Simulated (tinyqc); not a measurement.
# Schottky diode by the thermionic emission-diffusion theory: effects of single changes

Metal on an n-type semiconductor with one parabolic valley; V > 0 is forward bias (metal positive). The band bends as a parabola over the depletion layer, by Vd = Vbi - V; no image force. Carriers drift and diffuse up to the interface and leave it with the velocity vR.

Inputs (values chosen for the exercise); band and dielectric values close to those of In0.53Ga0.47As:

| symbol | value | unit | meaning |
|---|---|---|---|
| T | 200 | K | temperature |
| me | 0.0408 | m0 | electron mass |
| eps_r | 13.8 |  | relative permittivity |
| mun | 11000 | cm^2/(V s) | electron mobility |
| phi | 0.38 | eV | barrier height seen from the metal |
| Nd | 1.3e15 | cm^-3 | donor density |
| V | 0.053 | V | bias |

Constants: q = 1.602176634e-19 C, kB = 1.380649e-23 J/K, h = 6.62607015e-34 J s, m0 = 9.1093837015e-31 kg, Vt = kB T/q, eps0 = 8.8541878128e-14 F/cm where lengths are in cm. Results are converted to the units shown.

Each table varies one quantity; the others keep the values above.

## Current against voltage

A* = 4 pi q me m0 kB^2/h^3 (times 1e-4 for A/(cm^2 K^2)); Nc = 2 (2 pi me m0 kB T/h^2)^1.5 (times 1e-6 for cm^-3); Vbi = phi - Vt ln(Nc/Nd); vR = A* T^2/(q Nc). LD = sqrt(eps0 eps_r Vt/(q Nd)), a = sqrt((Vbi - V)/Vt), D(a) = exp(-a^2) int_0^a exp(s^2) ds (Dawson), vD = mun Vt/(sqrt(2) LD D(a)). J = q Nc [vR vD/(vR + vD)] exp(-phi/Vt) [exp(V/Vt) - 1]. Ideality n = (dV/d ln[J/(1 - exp(-V/Vt))])/Vt.

Results:
```
V (V)	vD (cm/s)	vD/(vR + vD)	J (A/cm^2)	n
0.05	9.8410e7	0.90050	8.0691e-4	1.0037
0.108	8.5275e7	0.88690	0.024293	1.0056
0.136	7.8093e7	0.87777	0.12224	1.0073
0.165	6.9800e7	0.86521	0.64842	1.0102
0.194	6.0261e7	0.84713	3.4157	1.0158
0.223	4.9031e7	0.81848	17.754	1.0274
0.251	3.6796e7	0.77189	85.001	1.0494
```

Estimate the missing row, V = 0.079 V.

Computed row:
```
V (V)	vD (cm/s)	vD/(vR + vD)	J (A/cm^2)	n
0.079	9.2087e7	0.89439	0.0045157	1.0045
```

With this row back in the table: vD falls from 9.84e7 to 3.68e7 cm/s and the share vD/(vR + vD) falls from 0.900 to 0.772; n goes from 1.004 to 1.049. It exceeds 1 only as far as vD, which falls with the surface field, limits the current. In every row vD exceeds 3e7 cm/s, beyond usual saturation velocities, since the low-field mobility is used at the surface field.

## Effect of the doping

Same model as above.

The same in every row: vR (cm/s) = 1.087e7.

Result of one run:
```
Nd (cm^-3)	vD (cm/s)	vD/(vR + vD)	J (A/cm^2)
1.7e15	1.129e8	0.9122	9.818e-4
```

What becomes of these results when the donor density Nd is changed from 1.7e15 to 3.2e15 cm^-3, all else the same?

Result of the changed run:
```
Nd (cm^-3)	vD (cm/s)	vD/(vR + vD)	J (A/cm^2)
3.2e15	1.585e8	0.9358	0.001007
```

The whole series:
```
Nd (cm^-3)	vD (cm/s)	vD/(vR + vD)	J (A/cm^2)
1.3e14	2.813e7	0.7212	7.762e-4
2.5e14	4.014e7	0.7869	8.469e-4
4.7e14	5.651e7	0.8386	9.027e-4
8.9e14	7.975e7	0.8800	9.472e-4
1.7e15	1.129e8	0.9122	9.818e-4
3.2e15	1.585e8	0.9358	0.001007
6e15	2.217e8	0.9533	0.001026
1.1e16	3.063e8	0.9657	0.001039
2.1e16	4.319e8	0.9754	0.001050
```

vD rises from 2.81e7 to 4.32e8 cm/s, as Nd^(0.54) at fixed mobility, and J rises from 7.76e-4 to 0.00105 A/cm^2, while the pure emission value 0.00108 A/cm^2 does not depend on Nd. In 8 of the 9 rows vD exceeds 3e7 cm/s, beyond usual saturation velocities, since the low-field mobility is used at the surface field.

Computed by the program tinyqc: `OMP_NUM_THREADS=1 python tinyqc.py 2640124 2640125 out.jsonl`, one thread of a shared Intel Xeon 2.30GHz, about 0.01 s for the whole run.
